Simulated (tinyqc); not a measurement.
Sweep of a uniaxial [001] stress: deformation-potential model of the Delta valleys of a conduction band.

Valleys with axes along x, y and z, each a pair at +k and -k. Herring-Vogt shift of a valley with unit axis a: dE = Xd tr(e) + Xu a.e.a. Non-degenerate shares n_i = exp(-dE_i/kT)/sum_j exp(-dE_j/kT). Inverse mass tensor of a valley: (1 - a a)/mt + a a/ml; the masses are taken as independent of strain.

s11 = (C11 + C12)/((C11 - C12)(C11 + 2 C12)), s12 = -C12/((C11 - C12)(C11 + 2 C12)), s44 = 1/C44; exx = s11 sxx + s12 (syy + szz) and cyclic, exy = s44 sxy/2; tension is positive. A uniaxial stress X along the unit vector n is s_ij = X n_i n_j.

Constants: kB = 8.617333262e-05 eV/K.

Inputs chosen for the exercise (near those of Si; not measured data):
- ml = 0.918 m0 (longitudinal mass)
- mt = 0.193 m0 (transverse mass)
- Xd = 1.08 eV (dilation potential)
- Xu = 9.68 eV (uniaxial potential)
- C11 = 169.8 GPa
- C12 = 65.7 GPa
- C44 = 82.4 GPa
- load = uniaxial [001] (kind of stress)
- T = 200 K (temperature)

m_c = 1/(u.M.u) along [100] with M = sum_i n_i (inverse mass tensor); gain against zero stress at a fixed scattering time.

Results:
```
X (GPa)  spread (meV)  lowest edge (meV)    n x    n y    n z  m_c (m0)  gain (%)
-2.00           186.0             -152.6  0.000  0.000  1.000    0.1930      35.7
-1.00            93.0              -76.3  0.004  0.004  0.991    0.1937      35.2
-0.40            37.2              -30.5  0.094  0.094  0.812    0.2085      25.7
0.00              0.0                0.0  0.333  0.333  0.333    0.2620       0.0
0.40             37.2               -6.7  0.473  0.473  0.055    0.3080     -14.9
1.00             93.0              -16.7  0.499  0.499  0.002    0.3185     -17.7
2.00            186.0              -33.4  0.500  0.500  0.000    0.3189     -17.9
```

What can be read from this table?

Along [100] the gain is +35.7 % at -2.00 GPa and -17.9 % at 2.00 GPa. The slope at zero stress (from +/- 0.001 GPa), -64.3 % per GPa, carried to the ends would give +129 and -129 %; the response falls behind at both ends, as it saturates once the spread passes a few kT (kT = 17.2 meV, spread up to 186 meV).

Computed by tinyqc, a small Python program: `OMP_NUM_THREADS=1 python tinyqc.py 1080911 1080912 out.jsonl` (the numbers bound the seed that draws the inputs); one thread of a shared host (Intel(R) Xeon(R) Processor @ 2.30GHz), about 0.03 s for the whole set of steps.
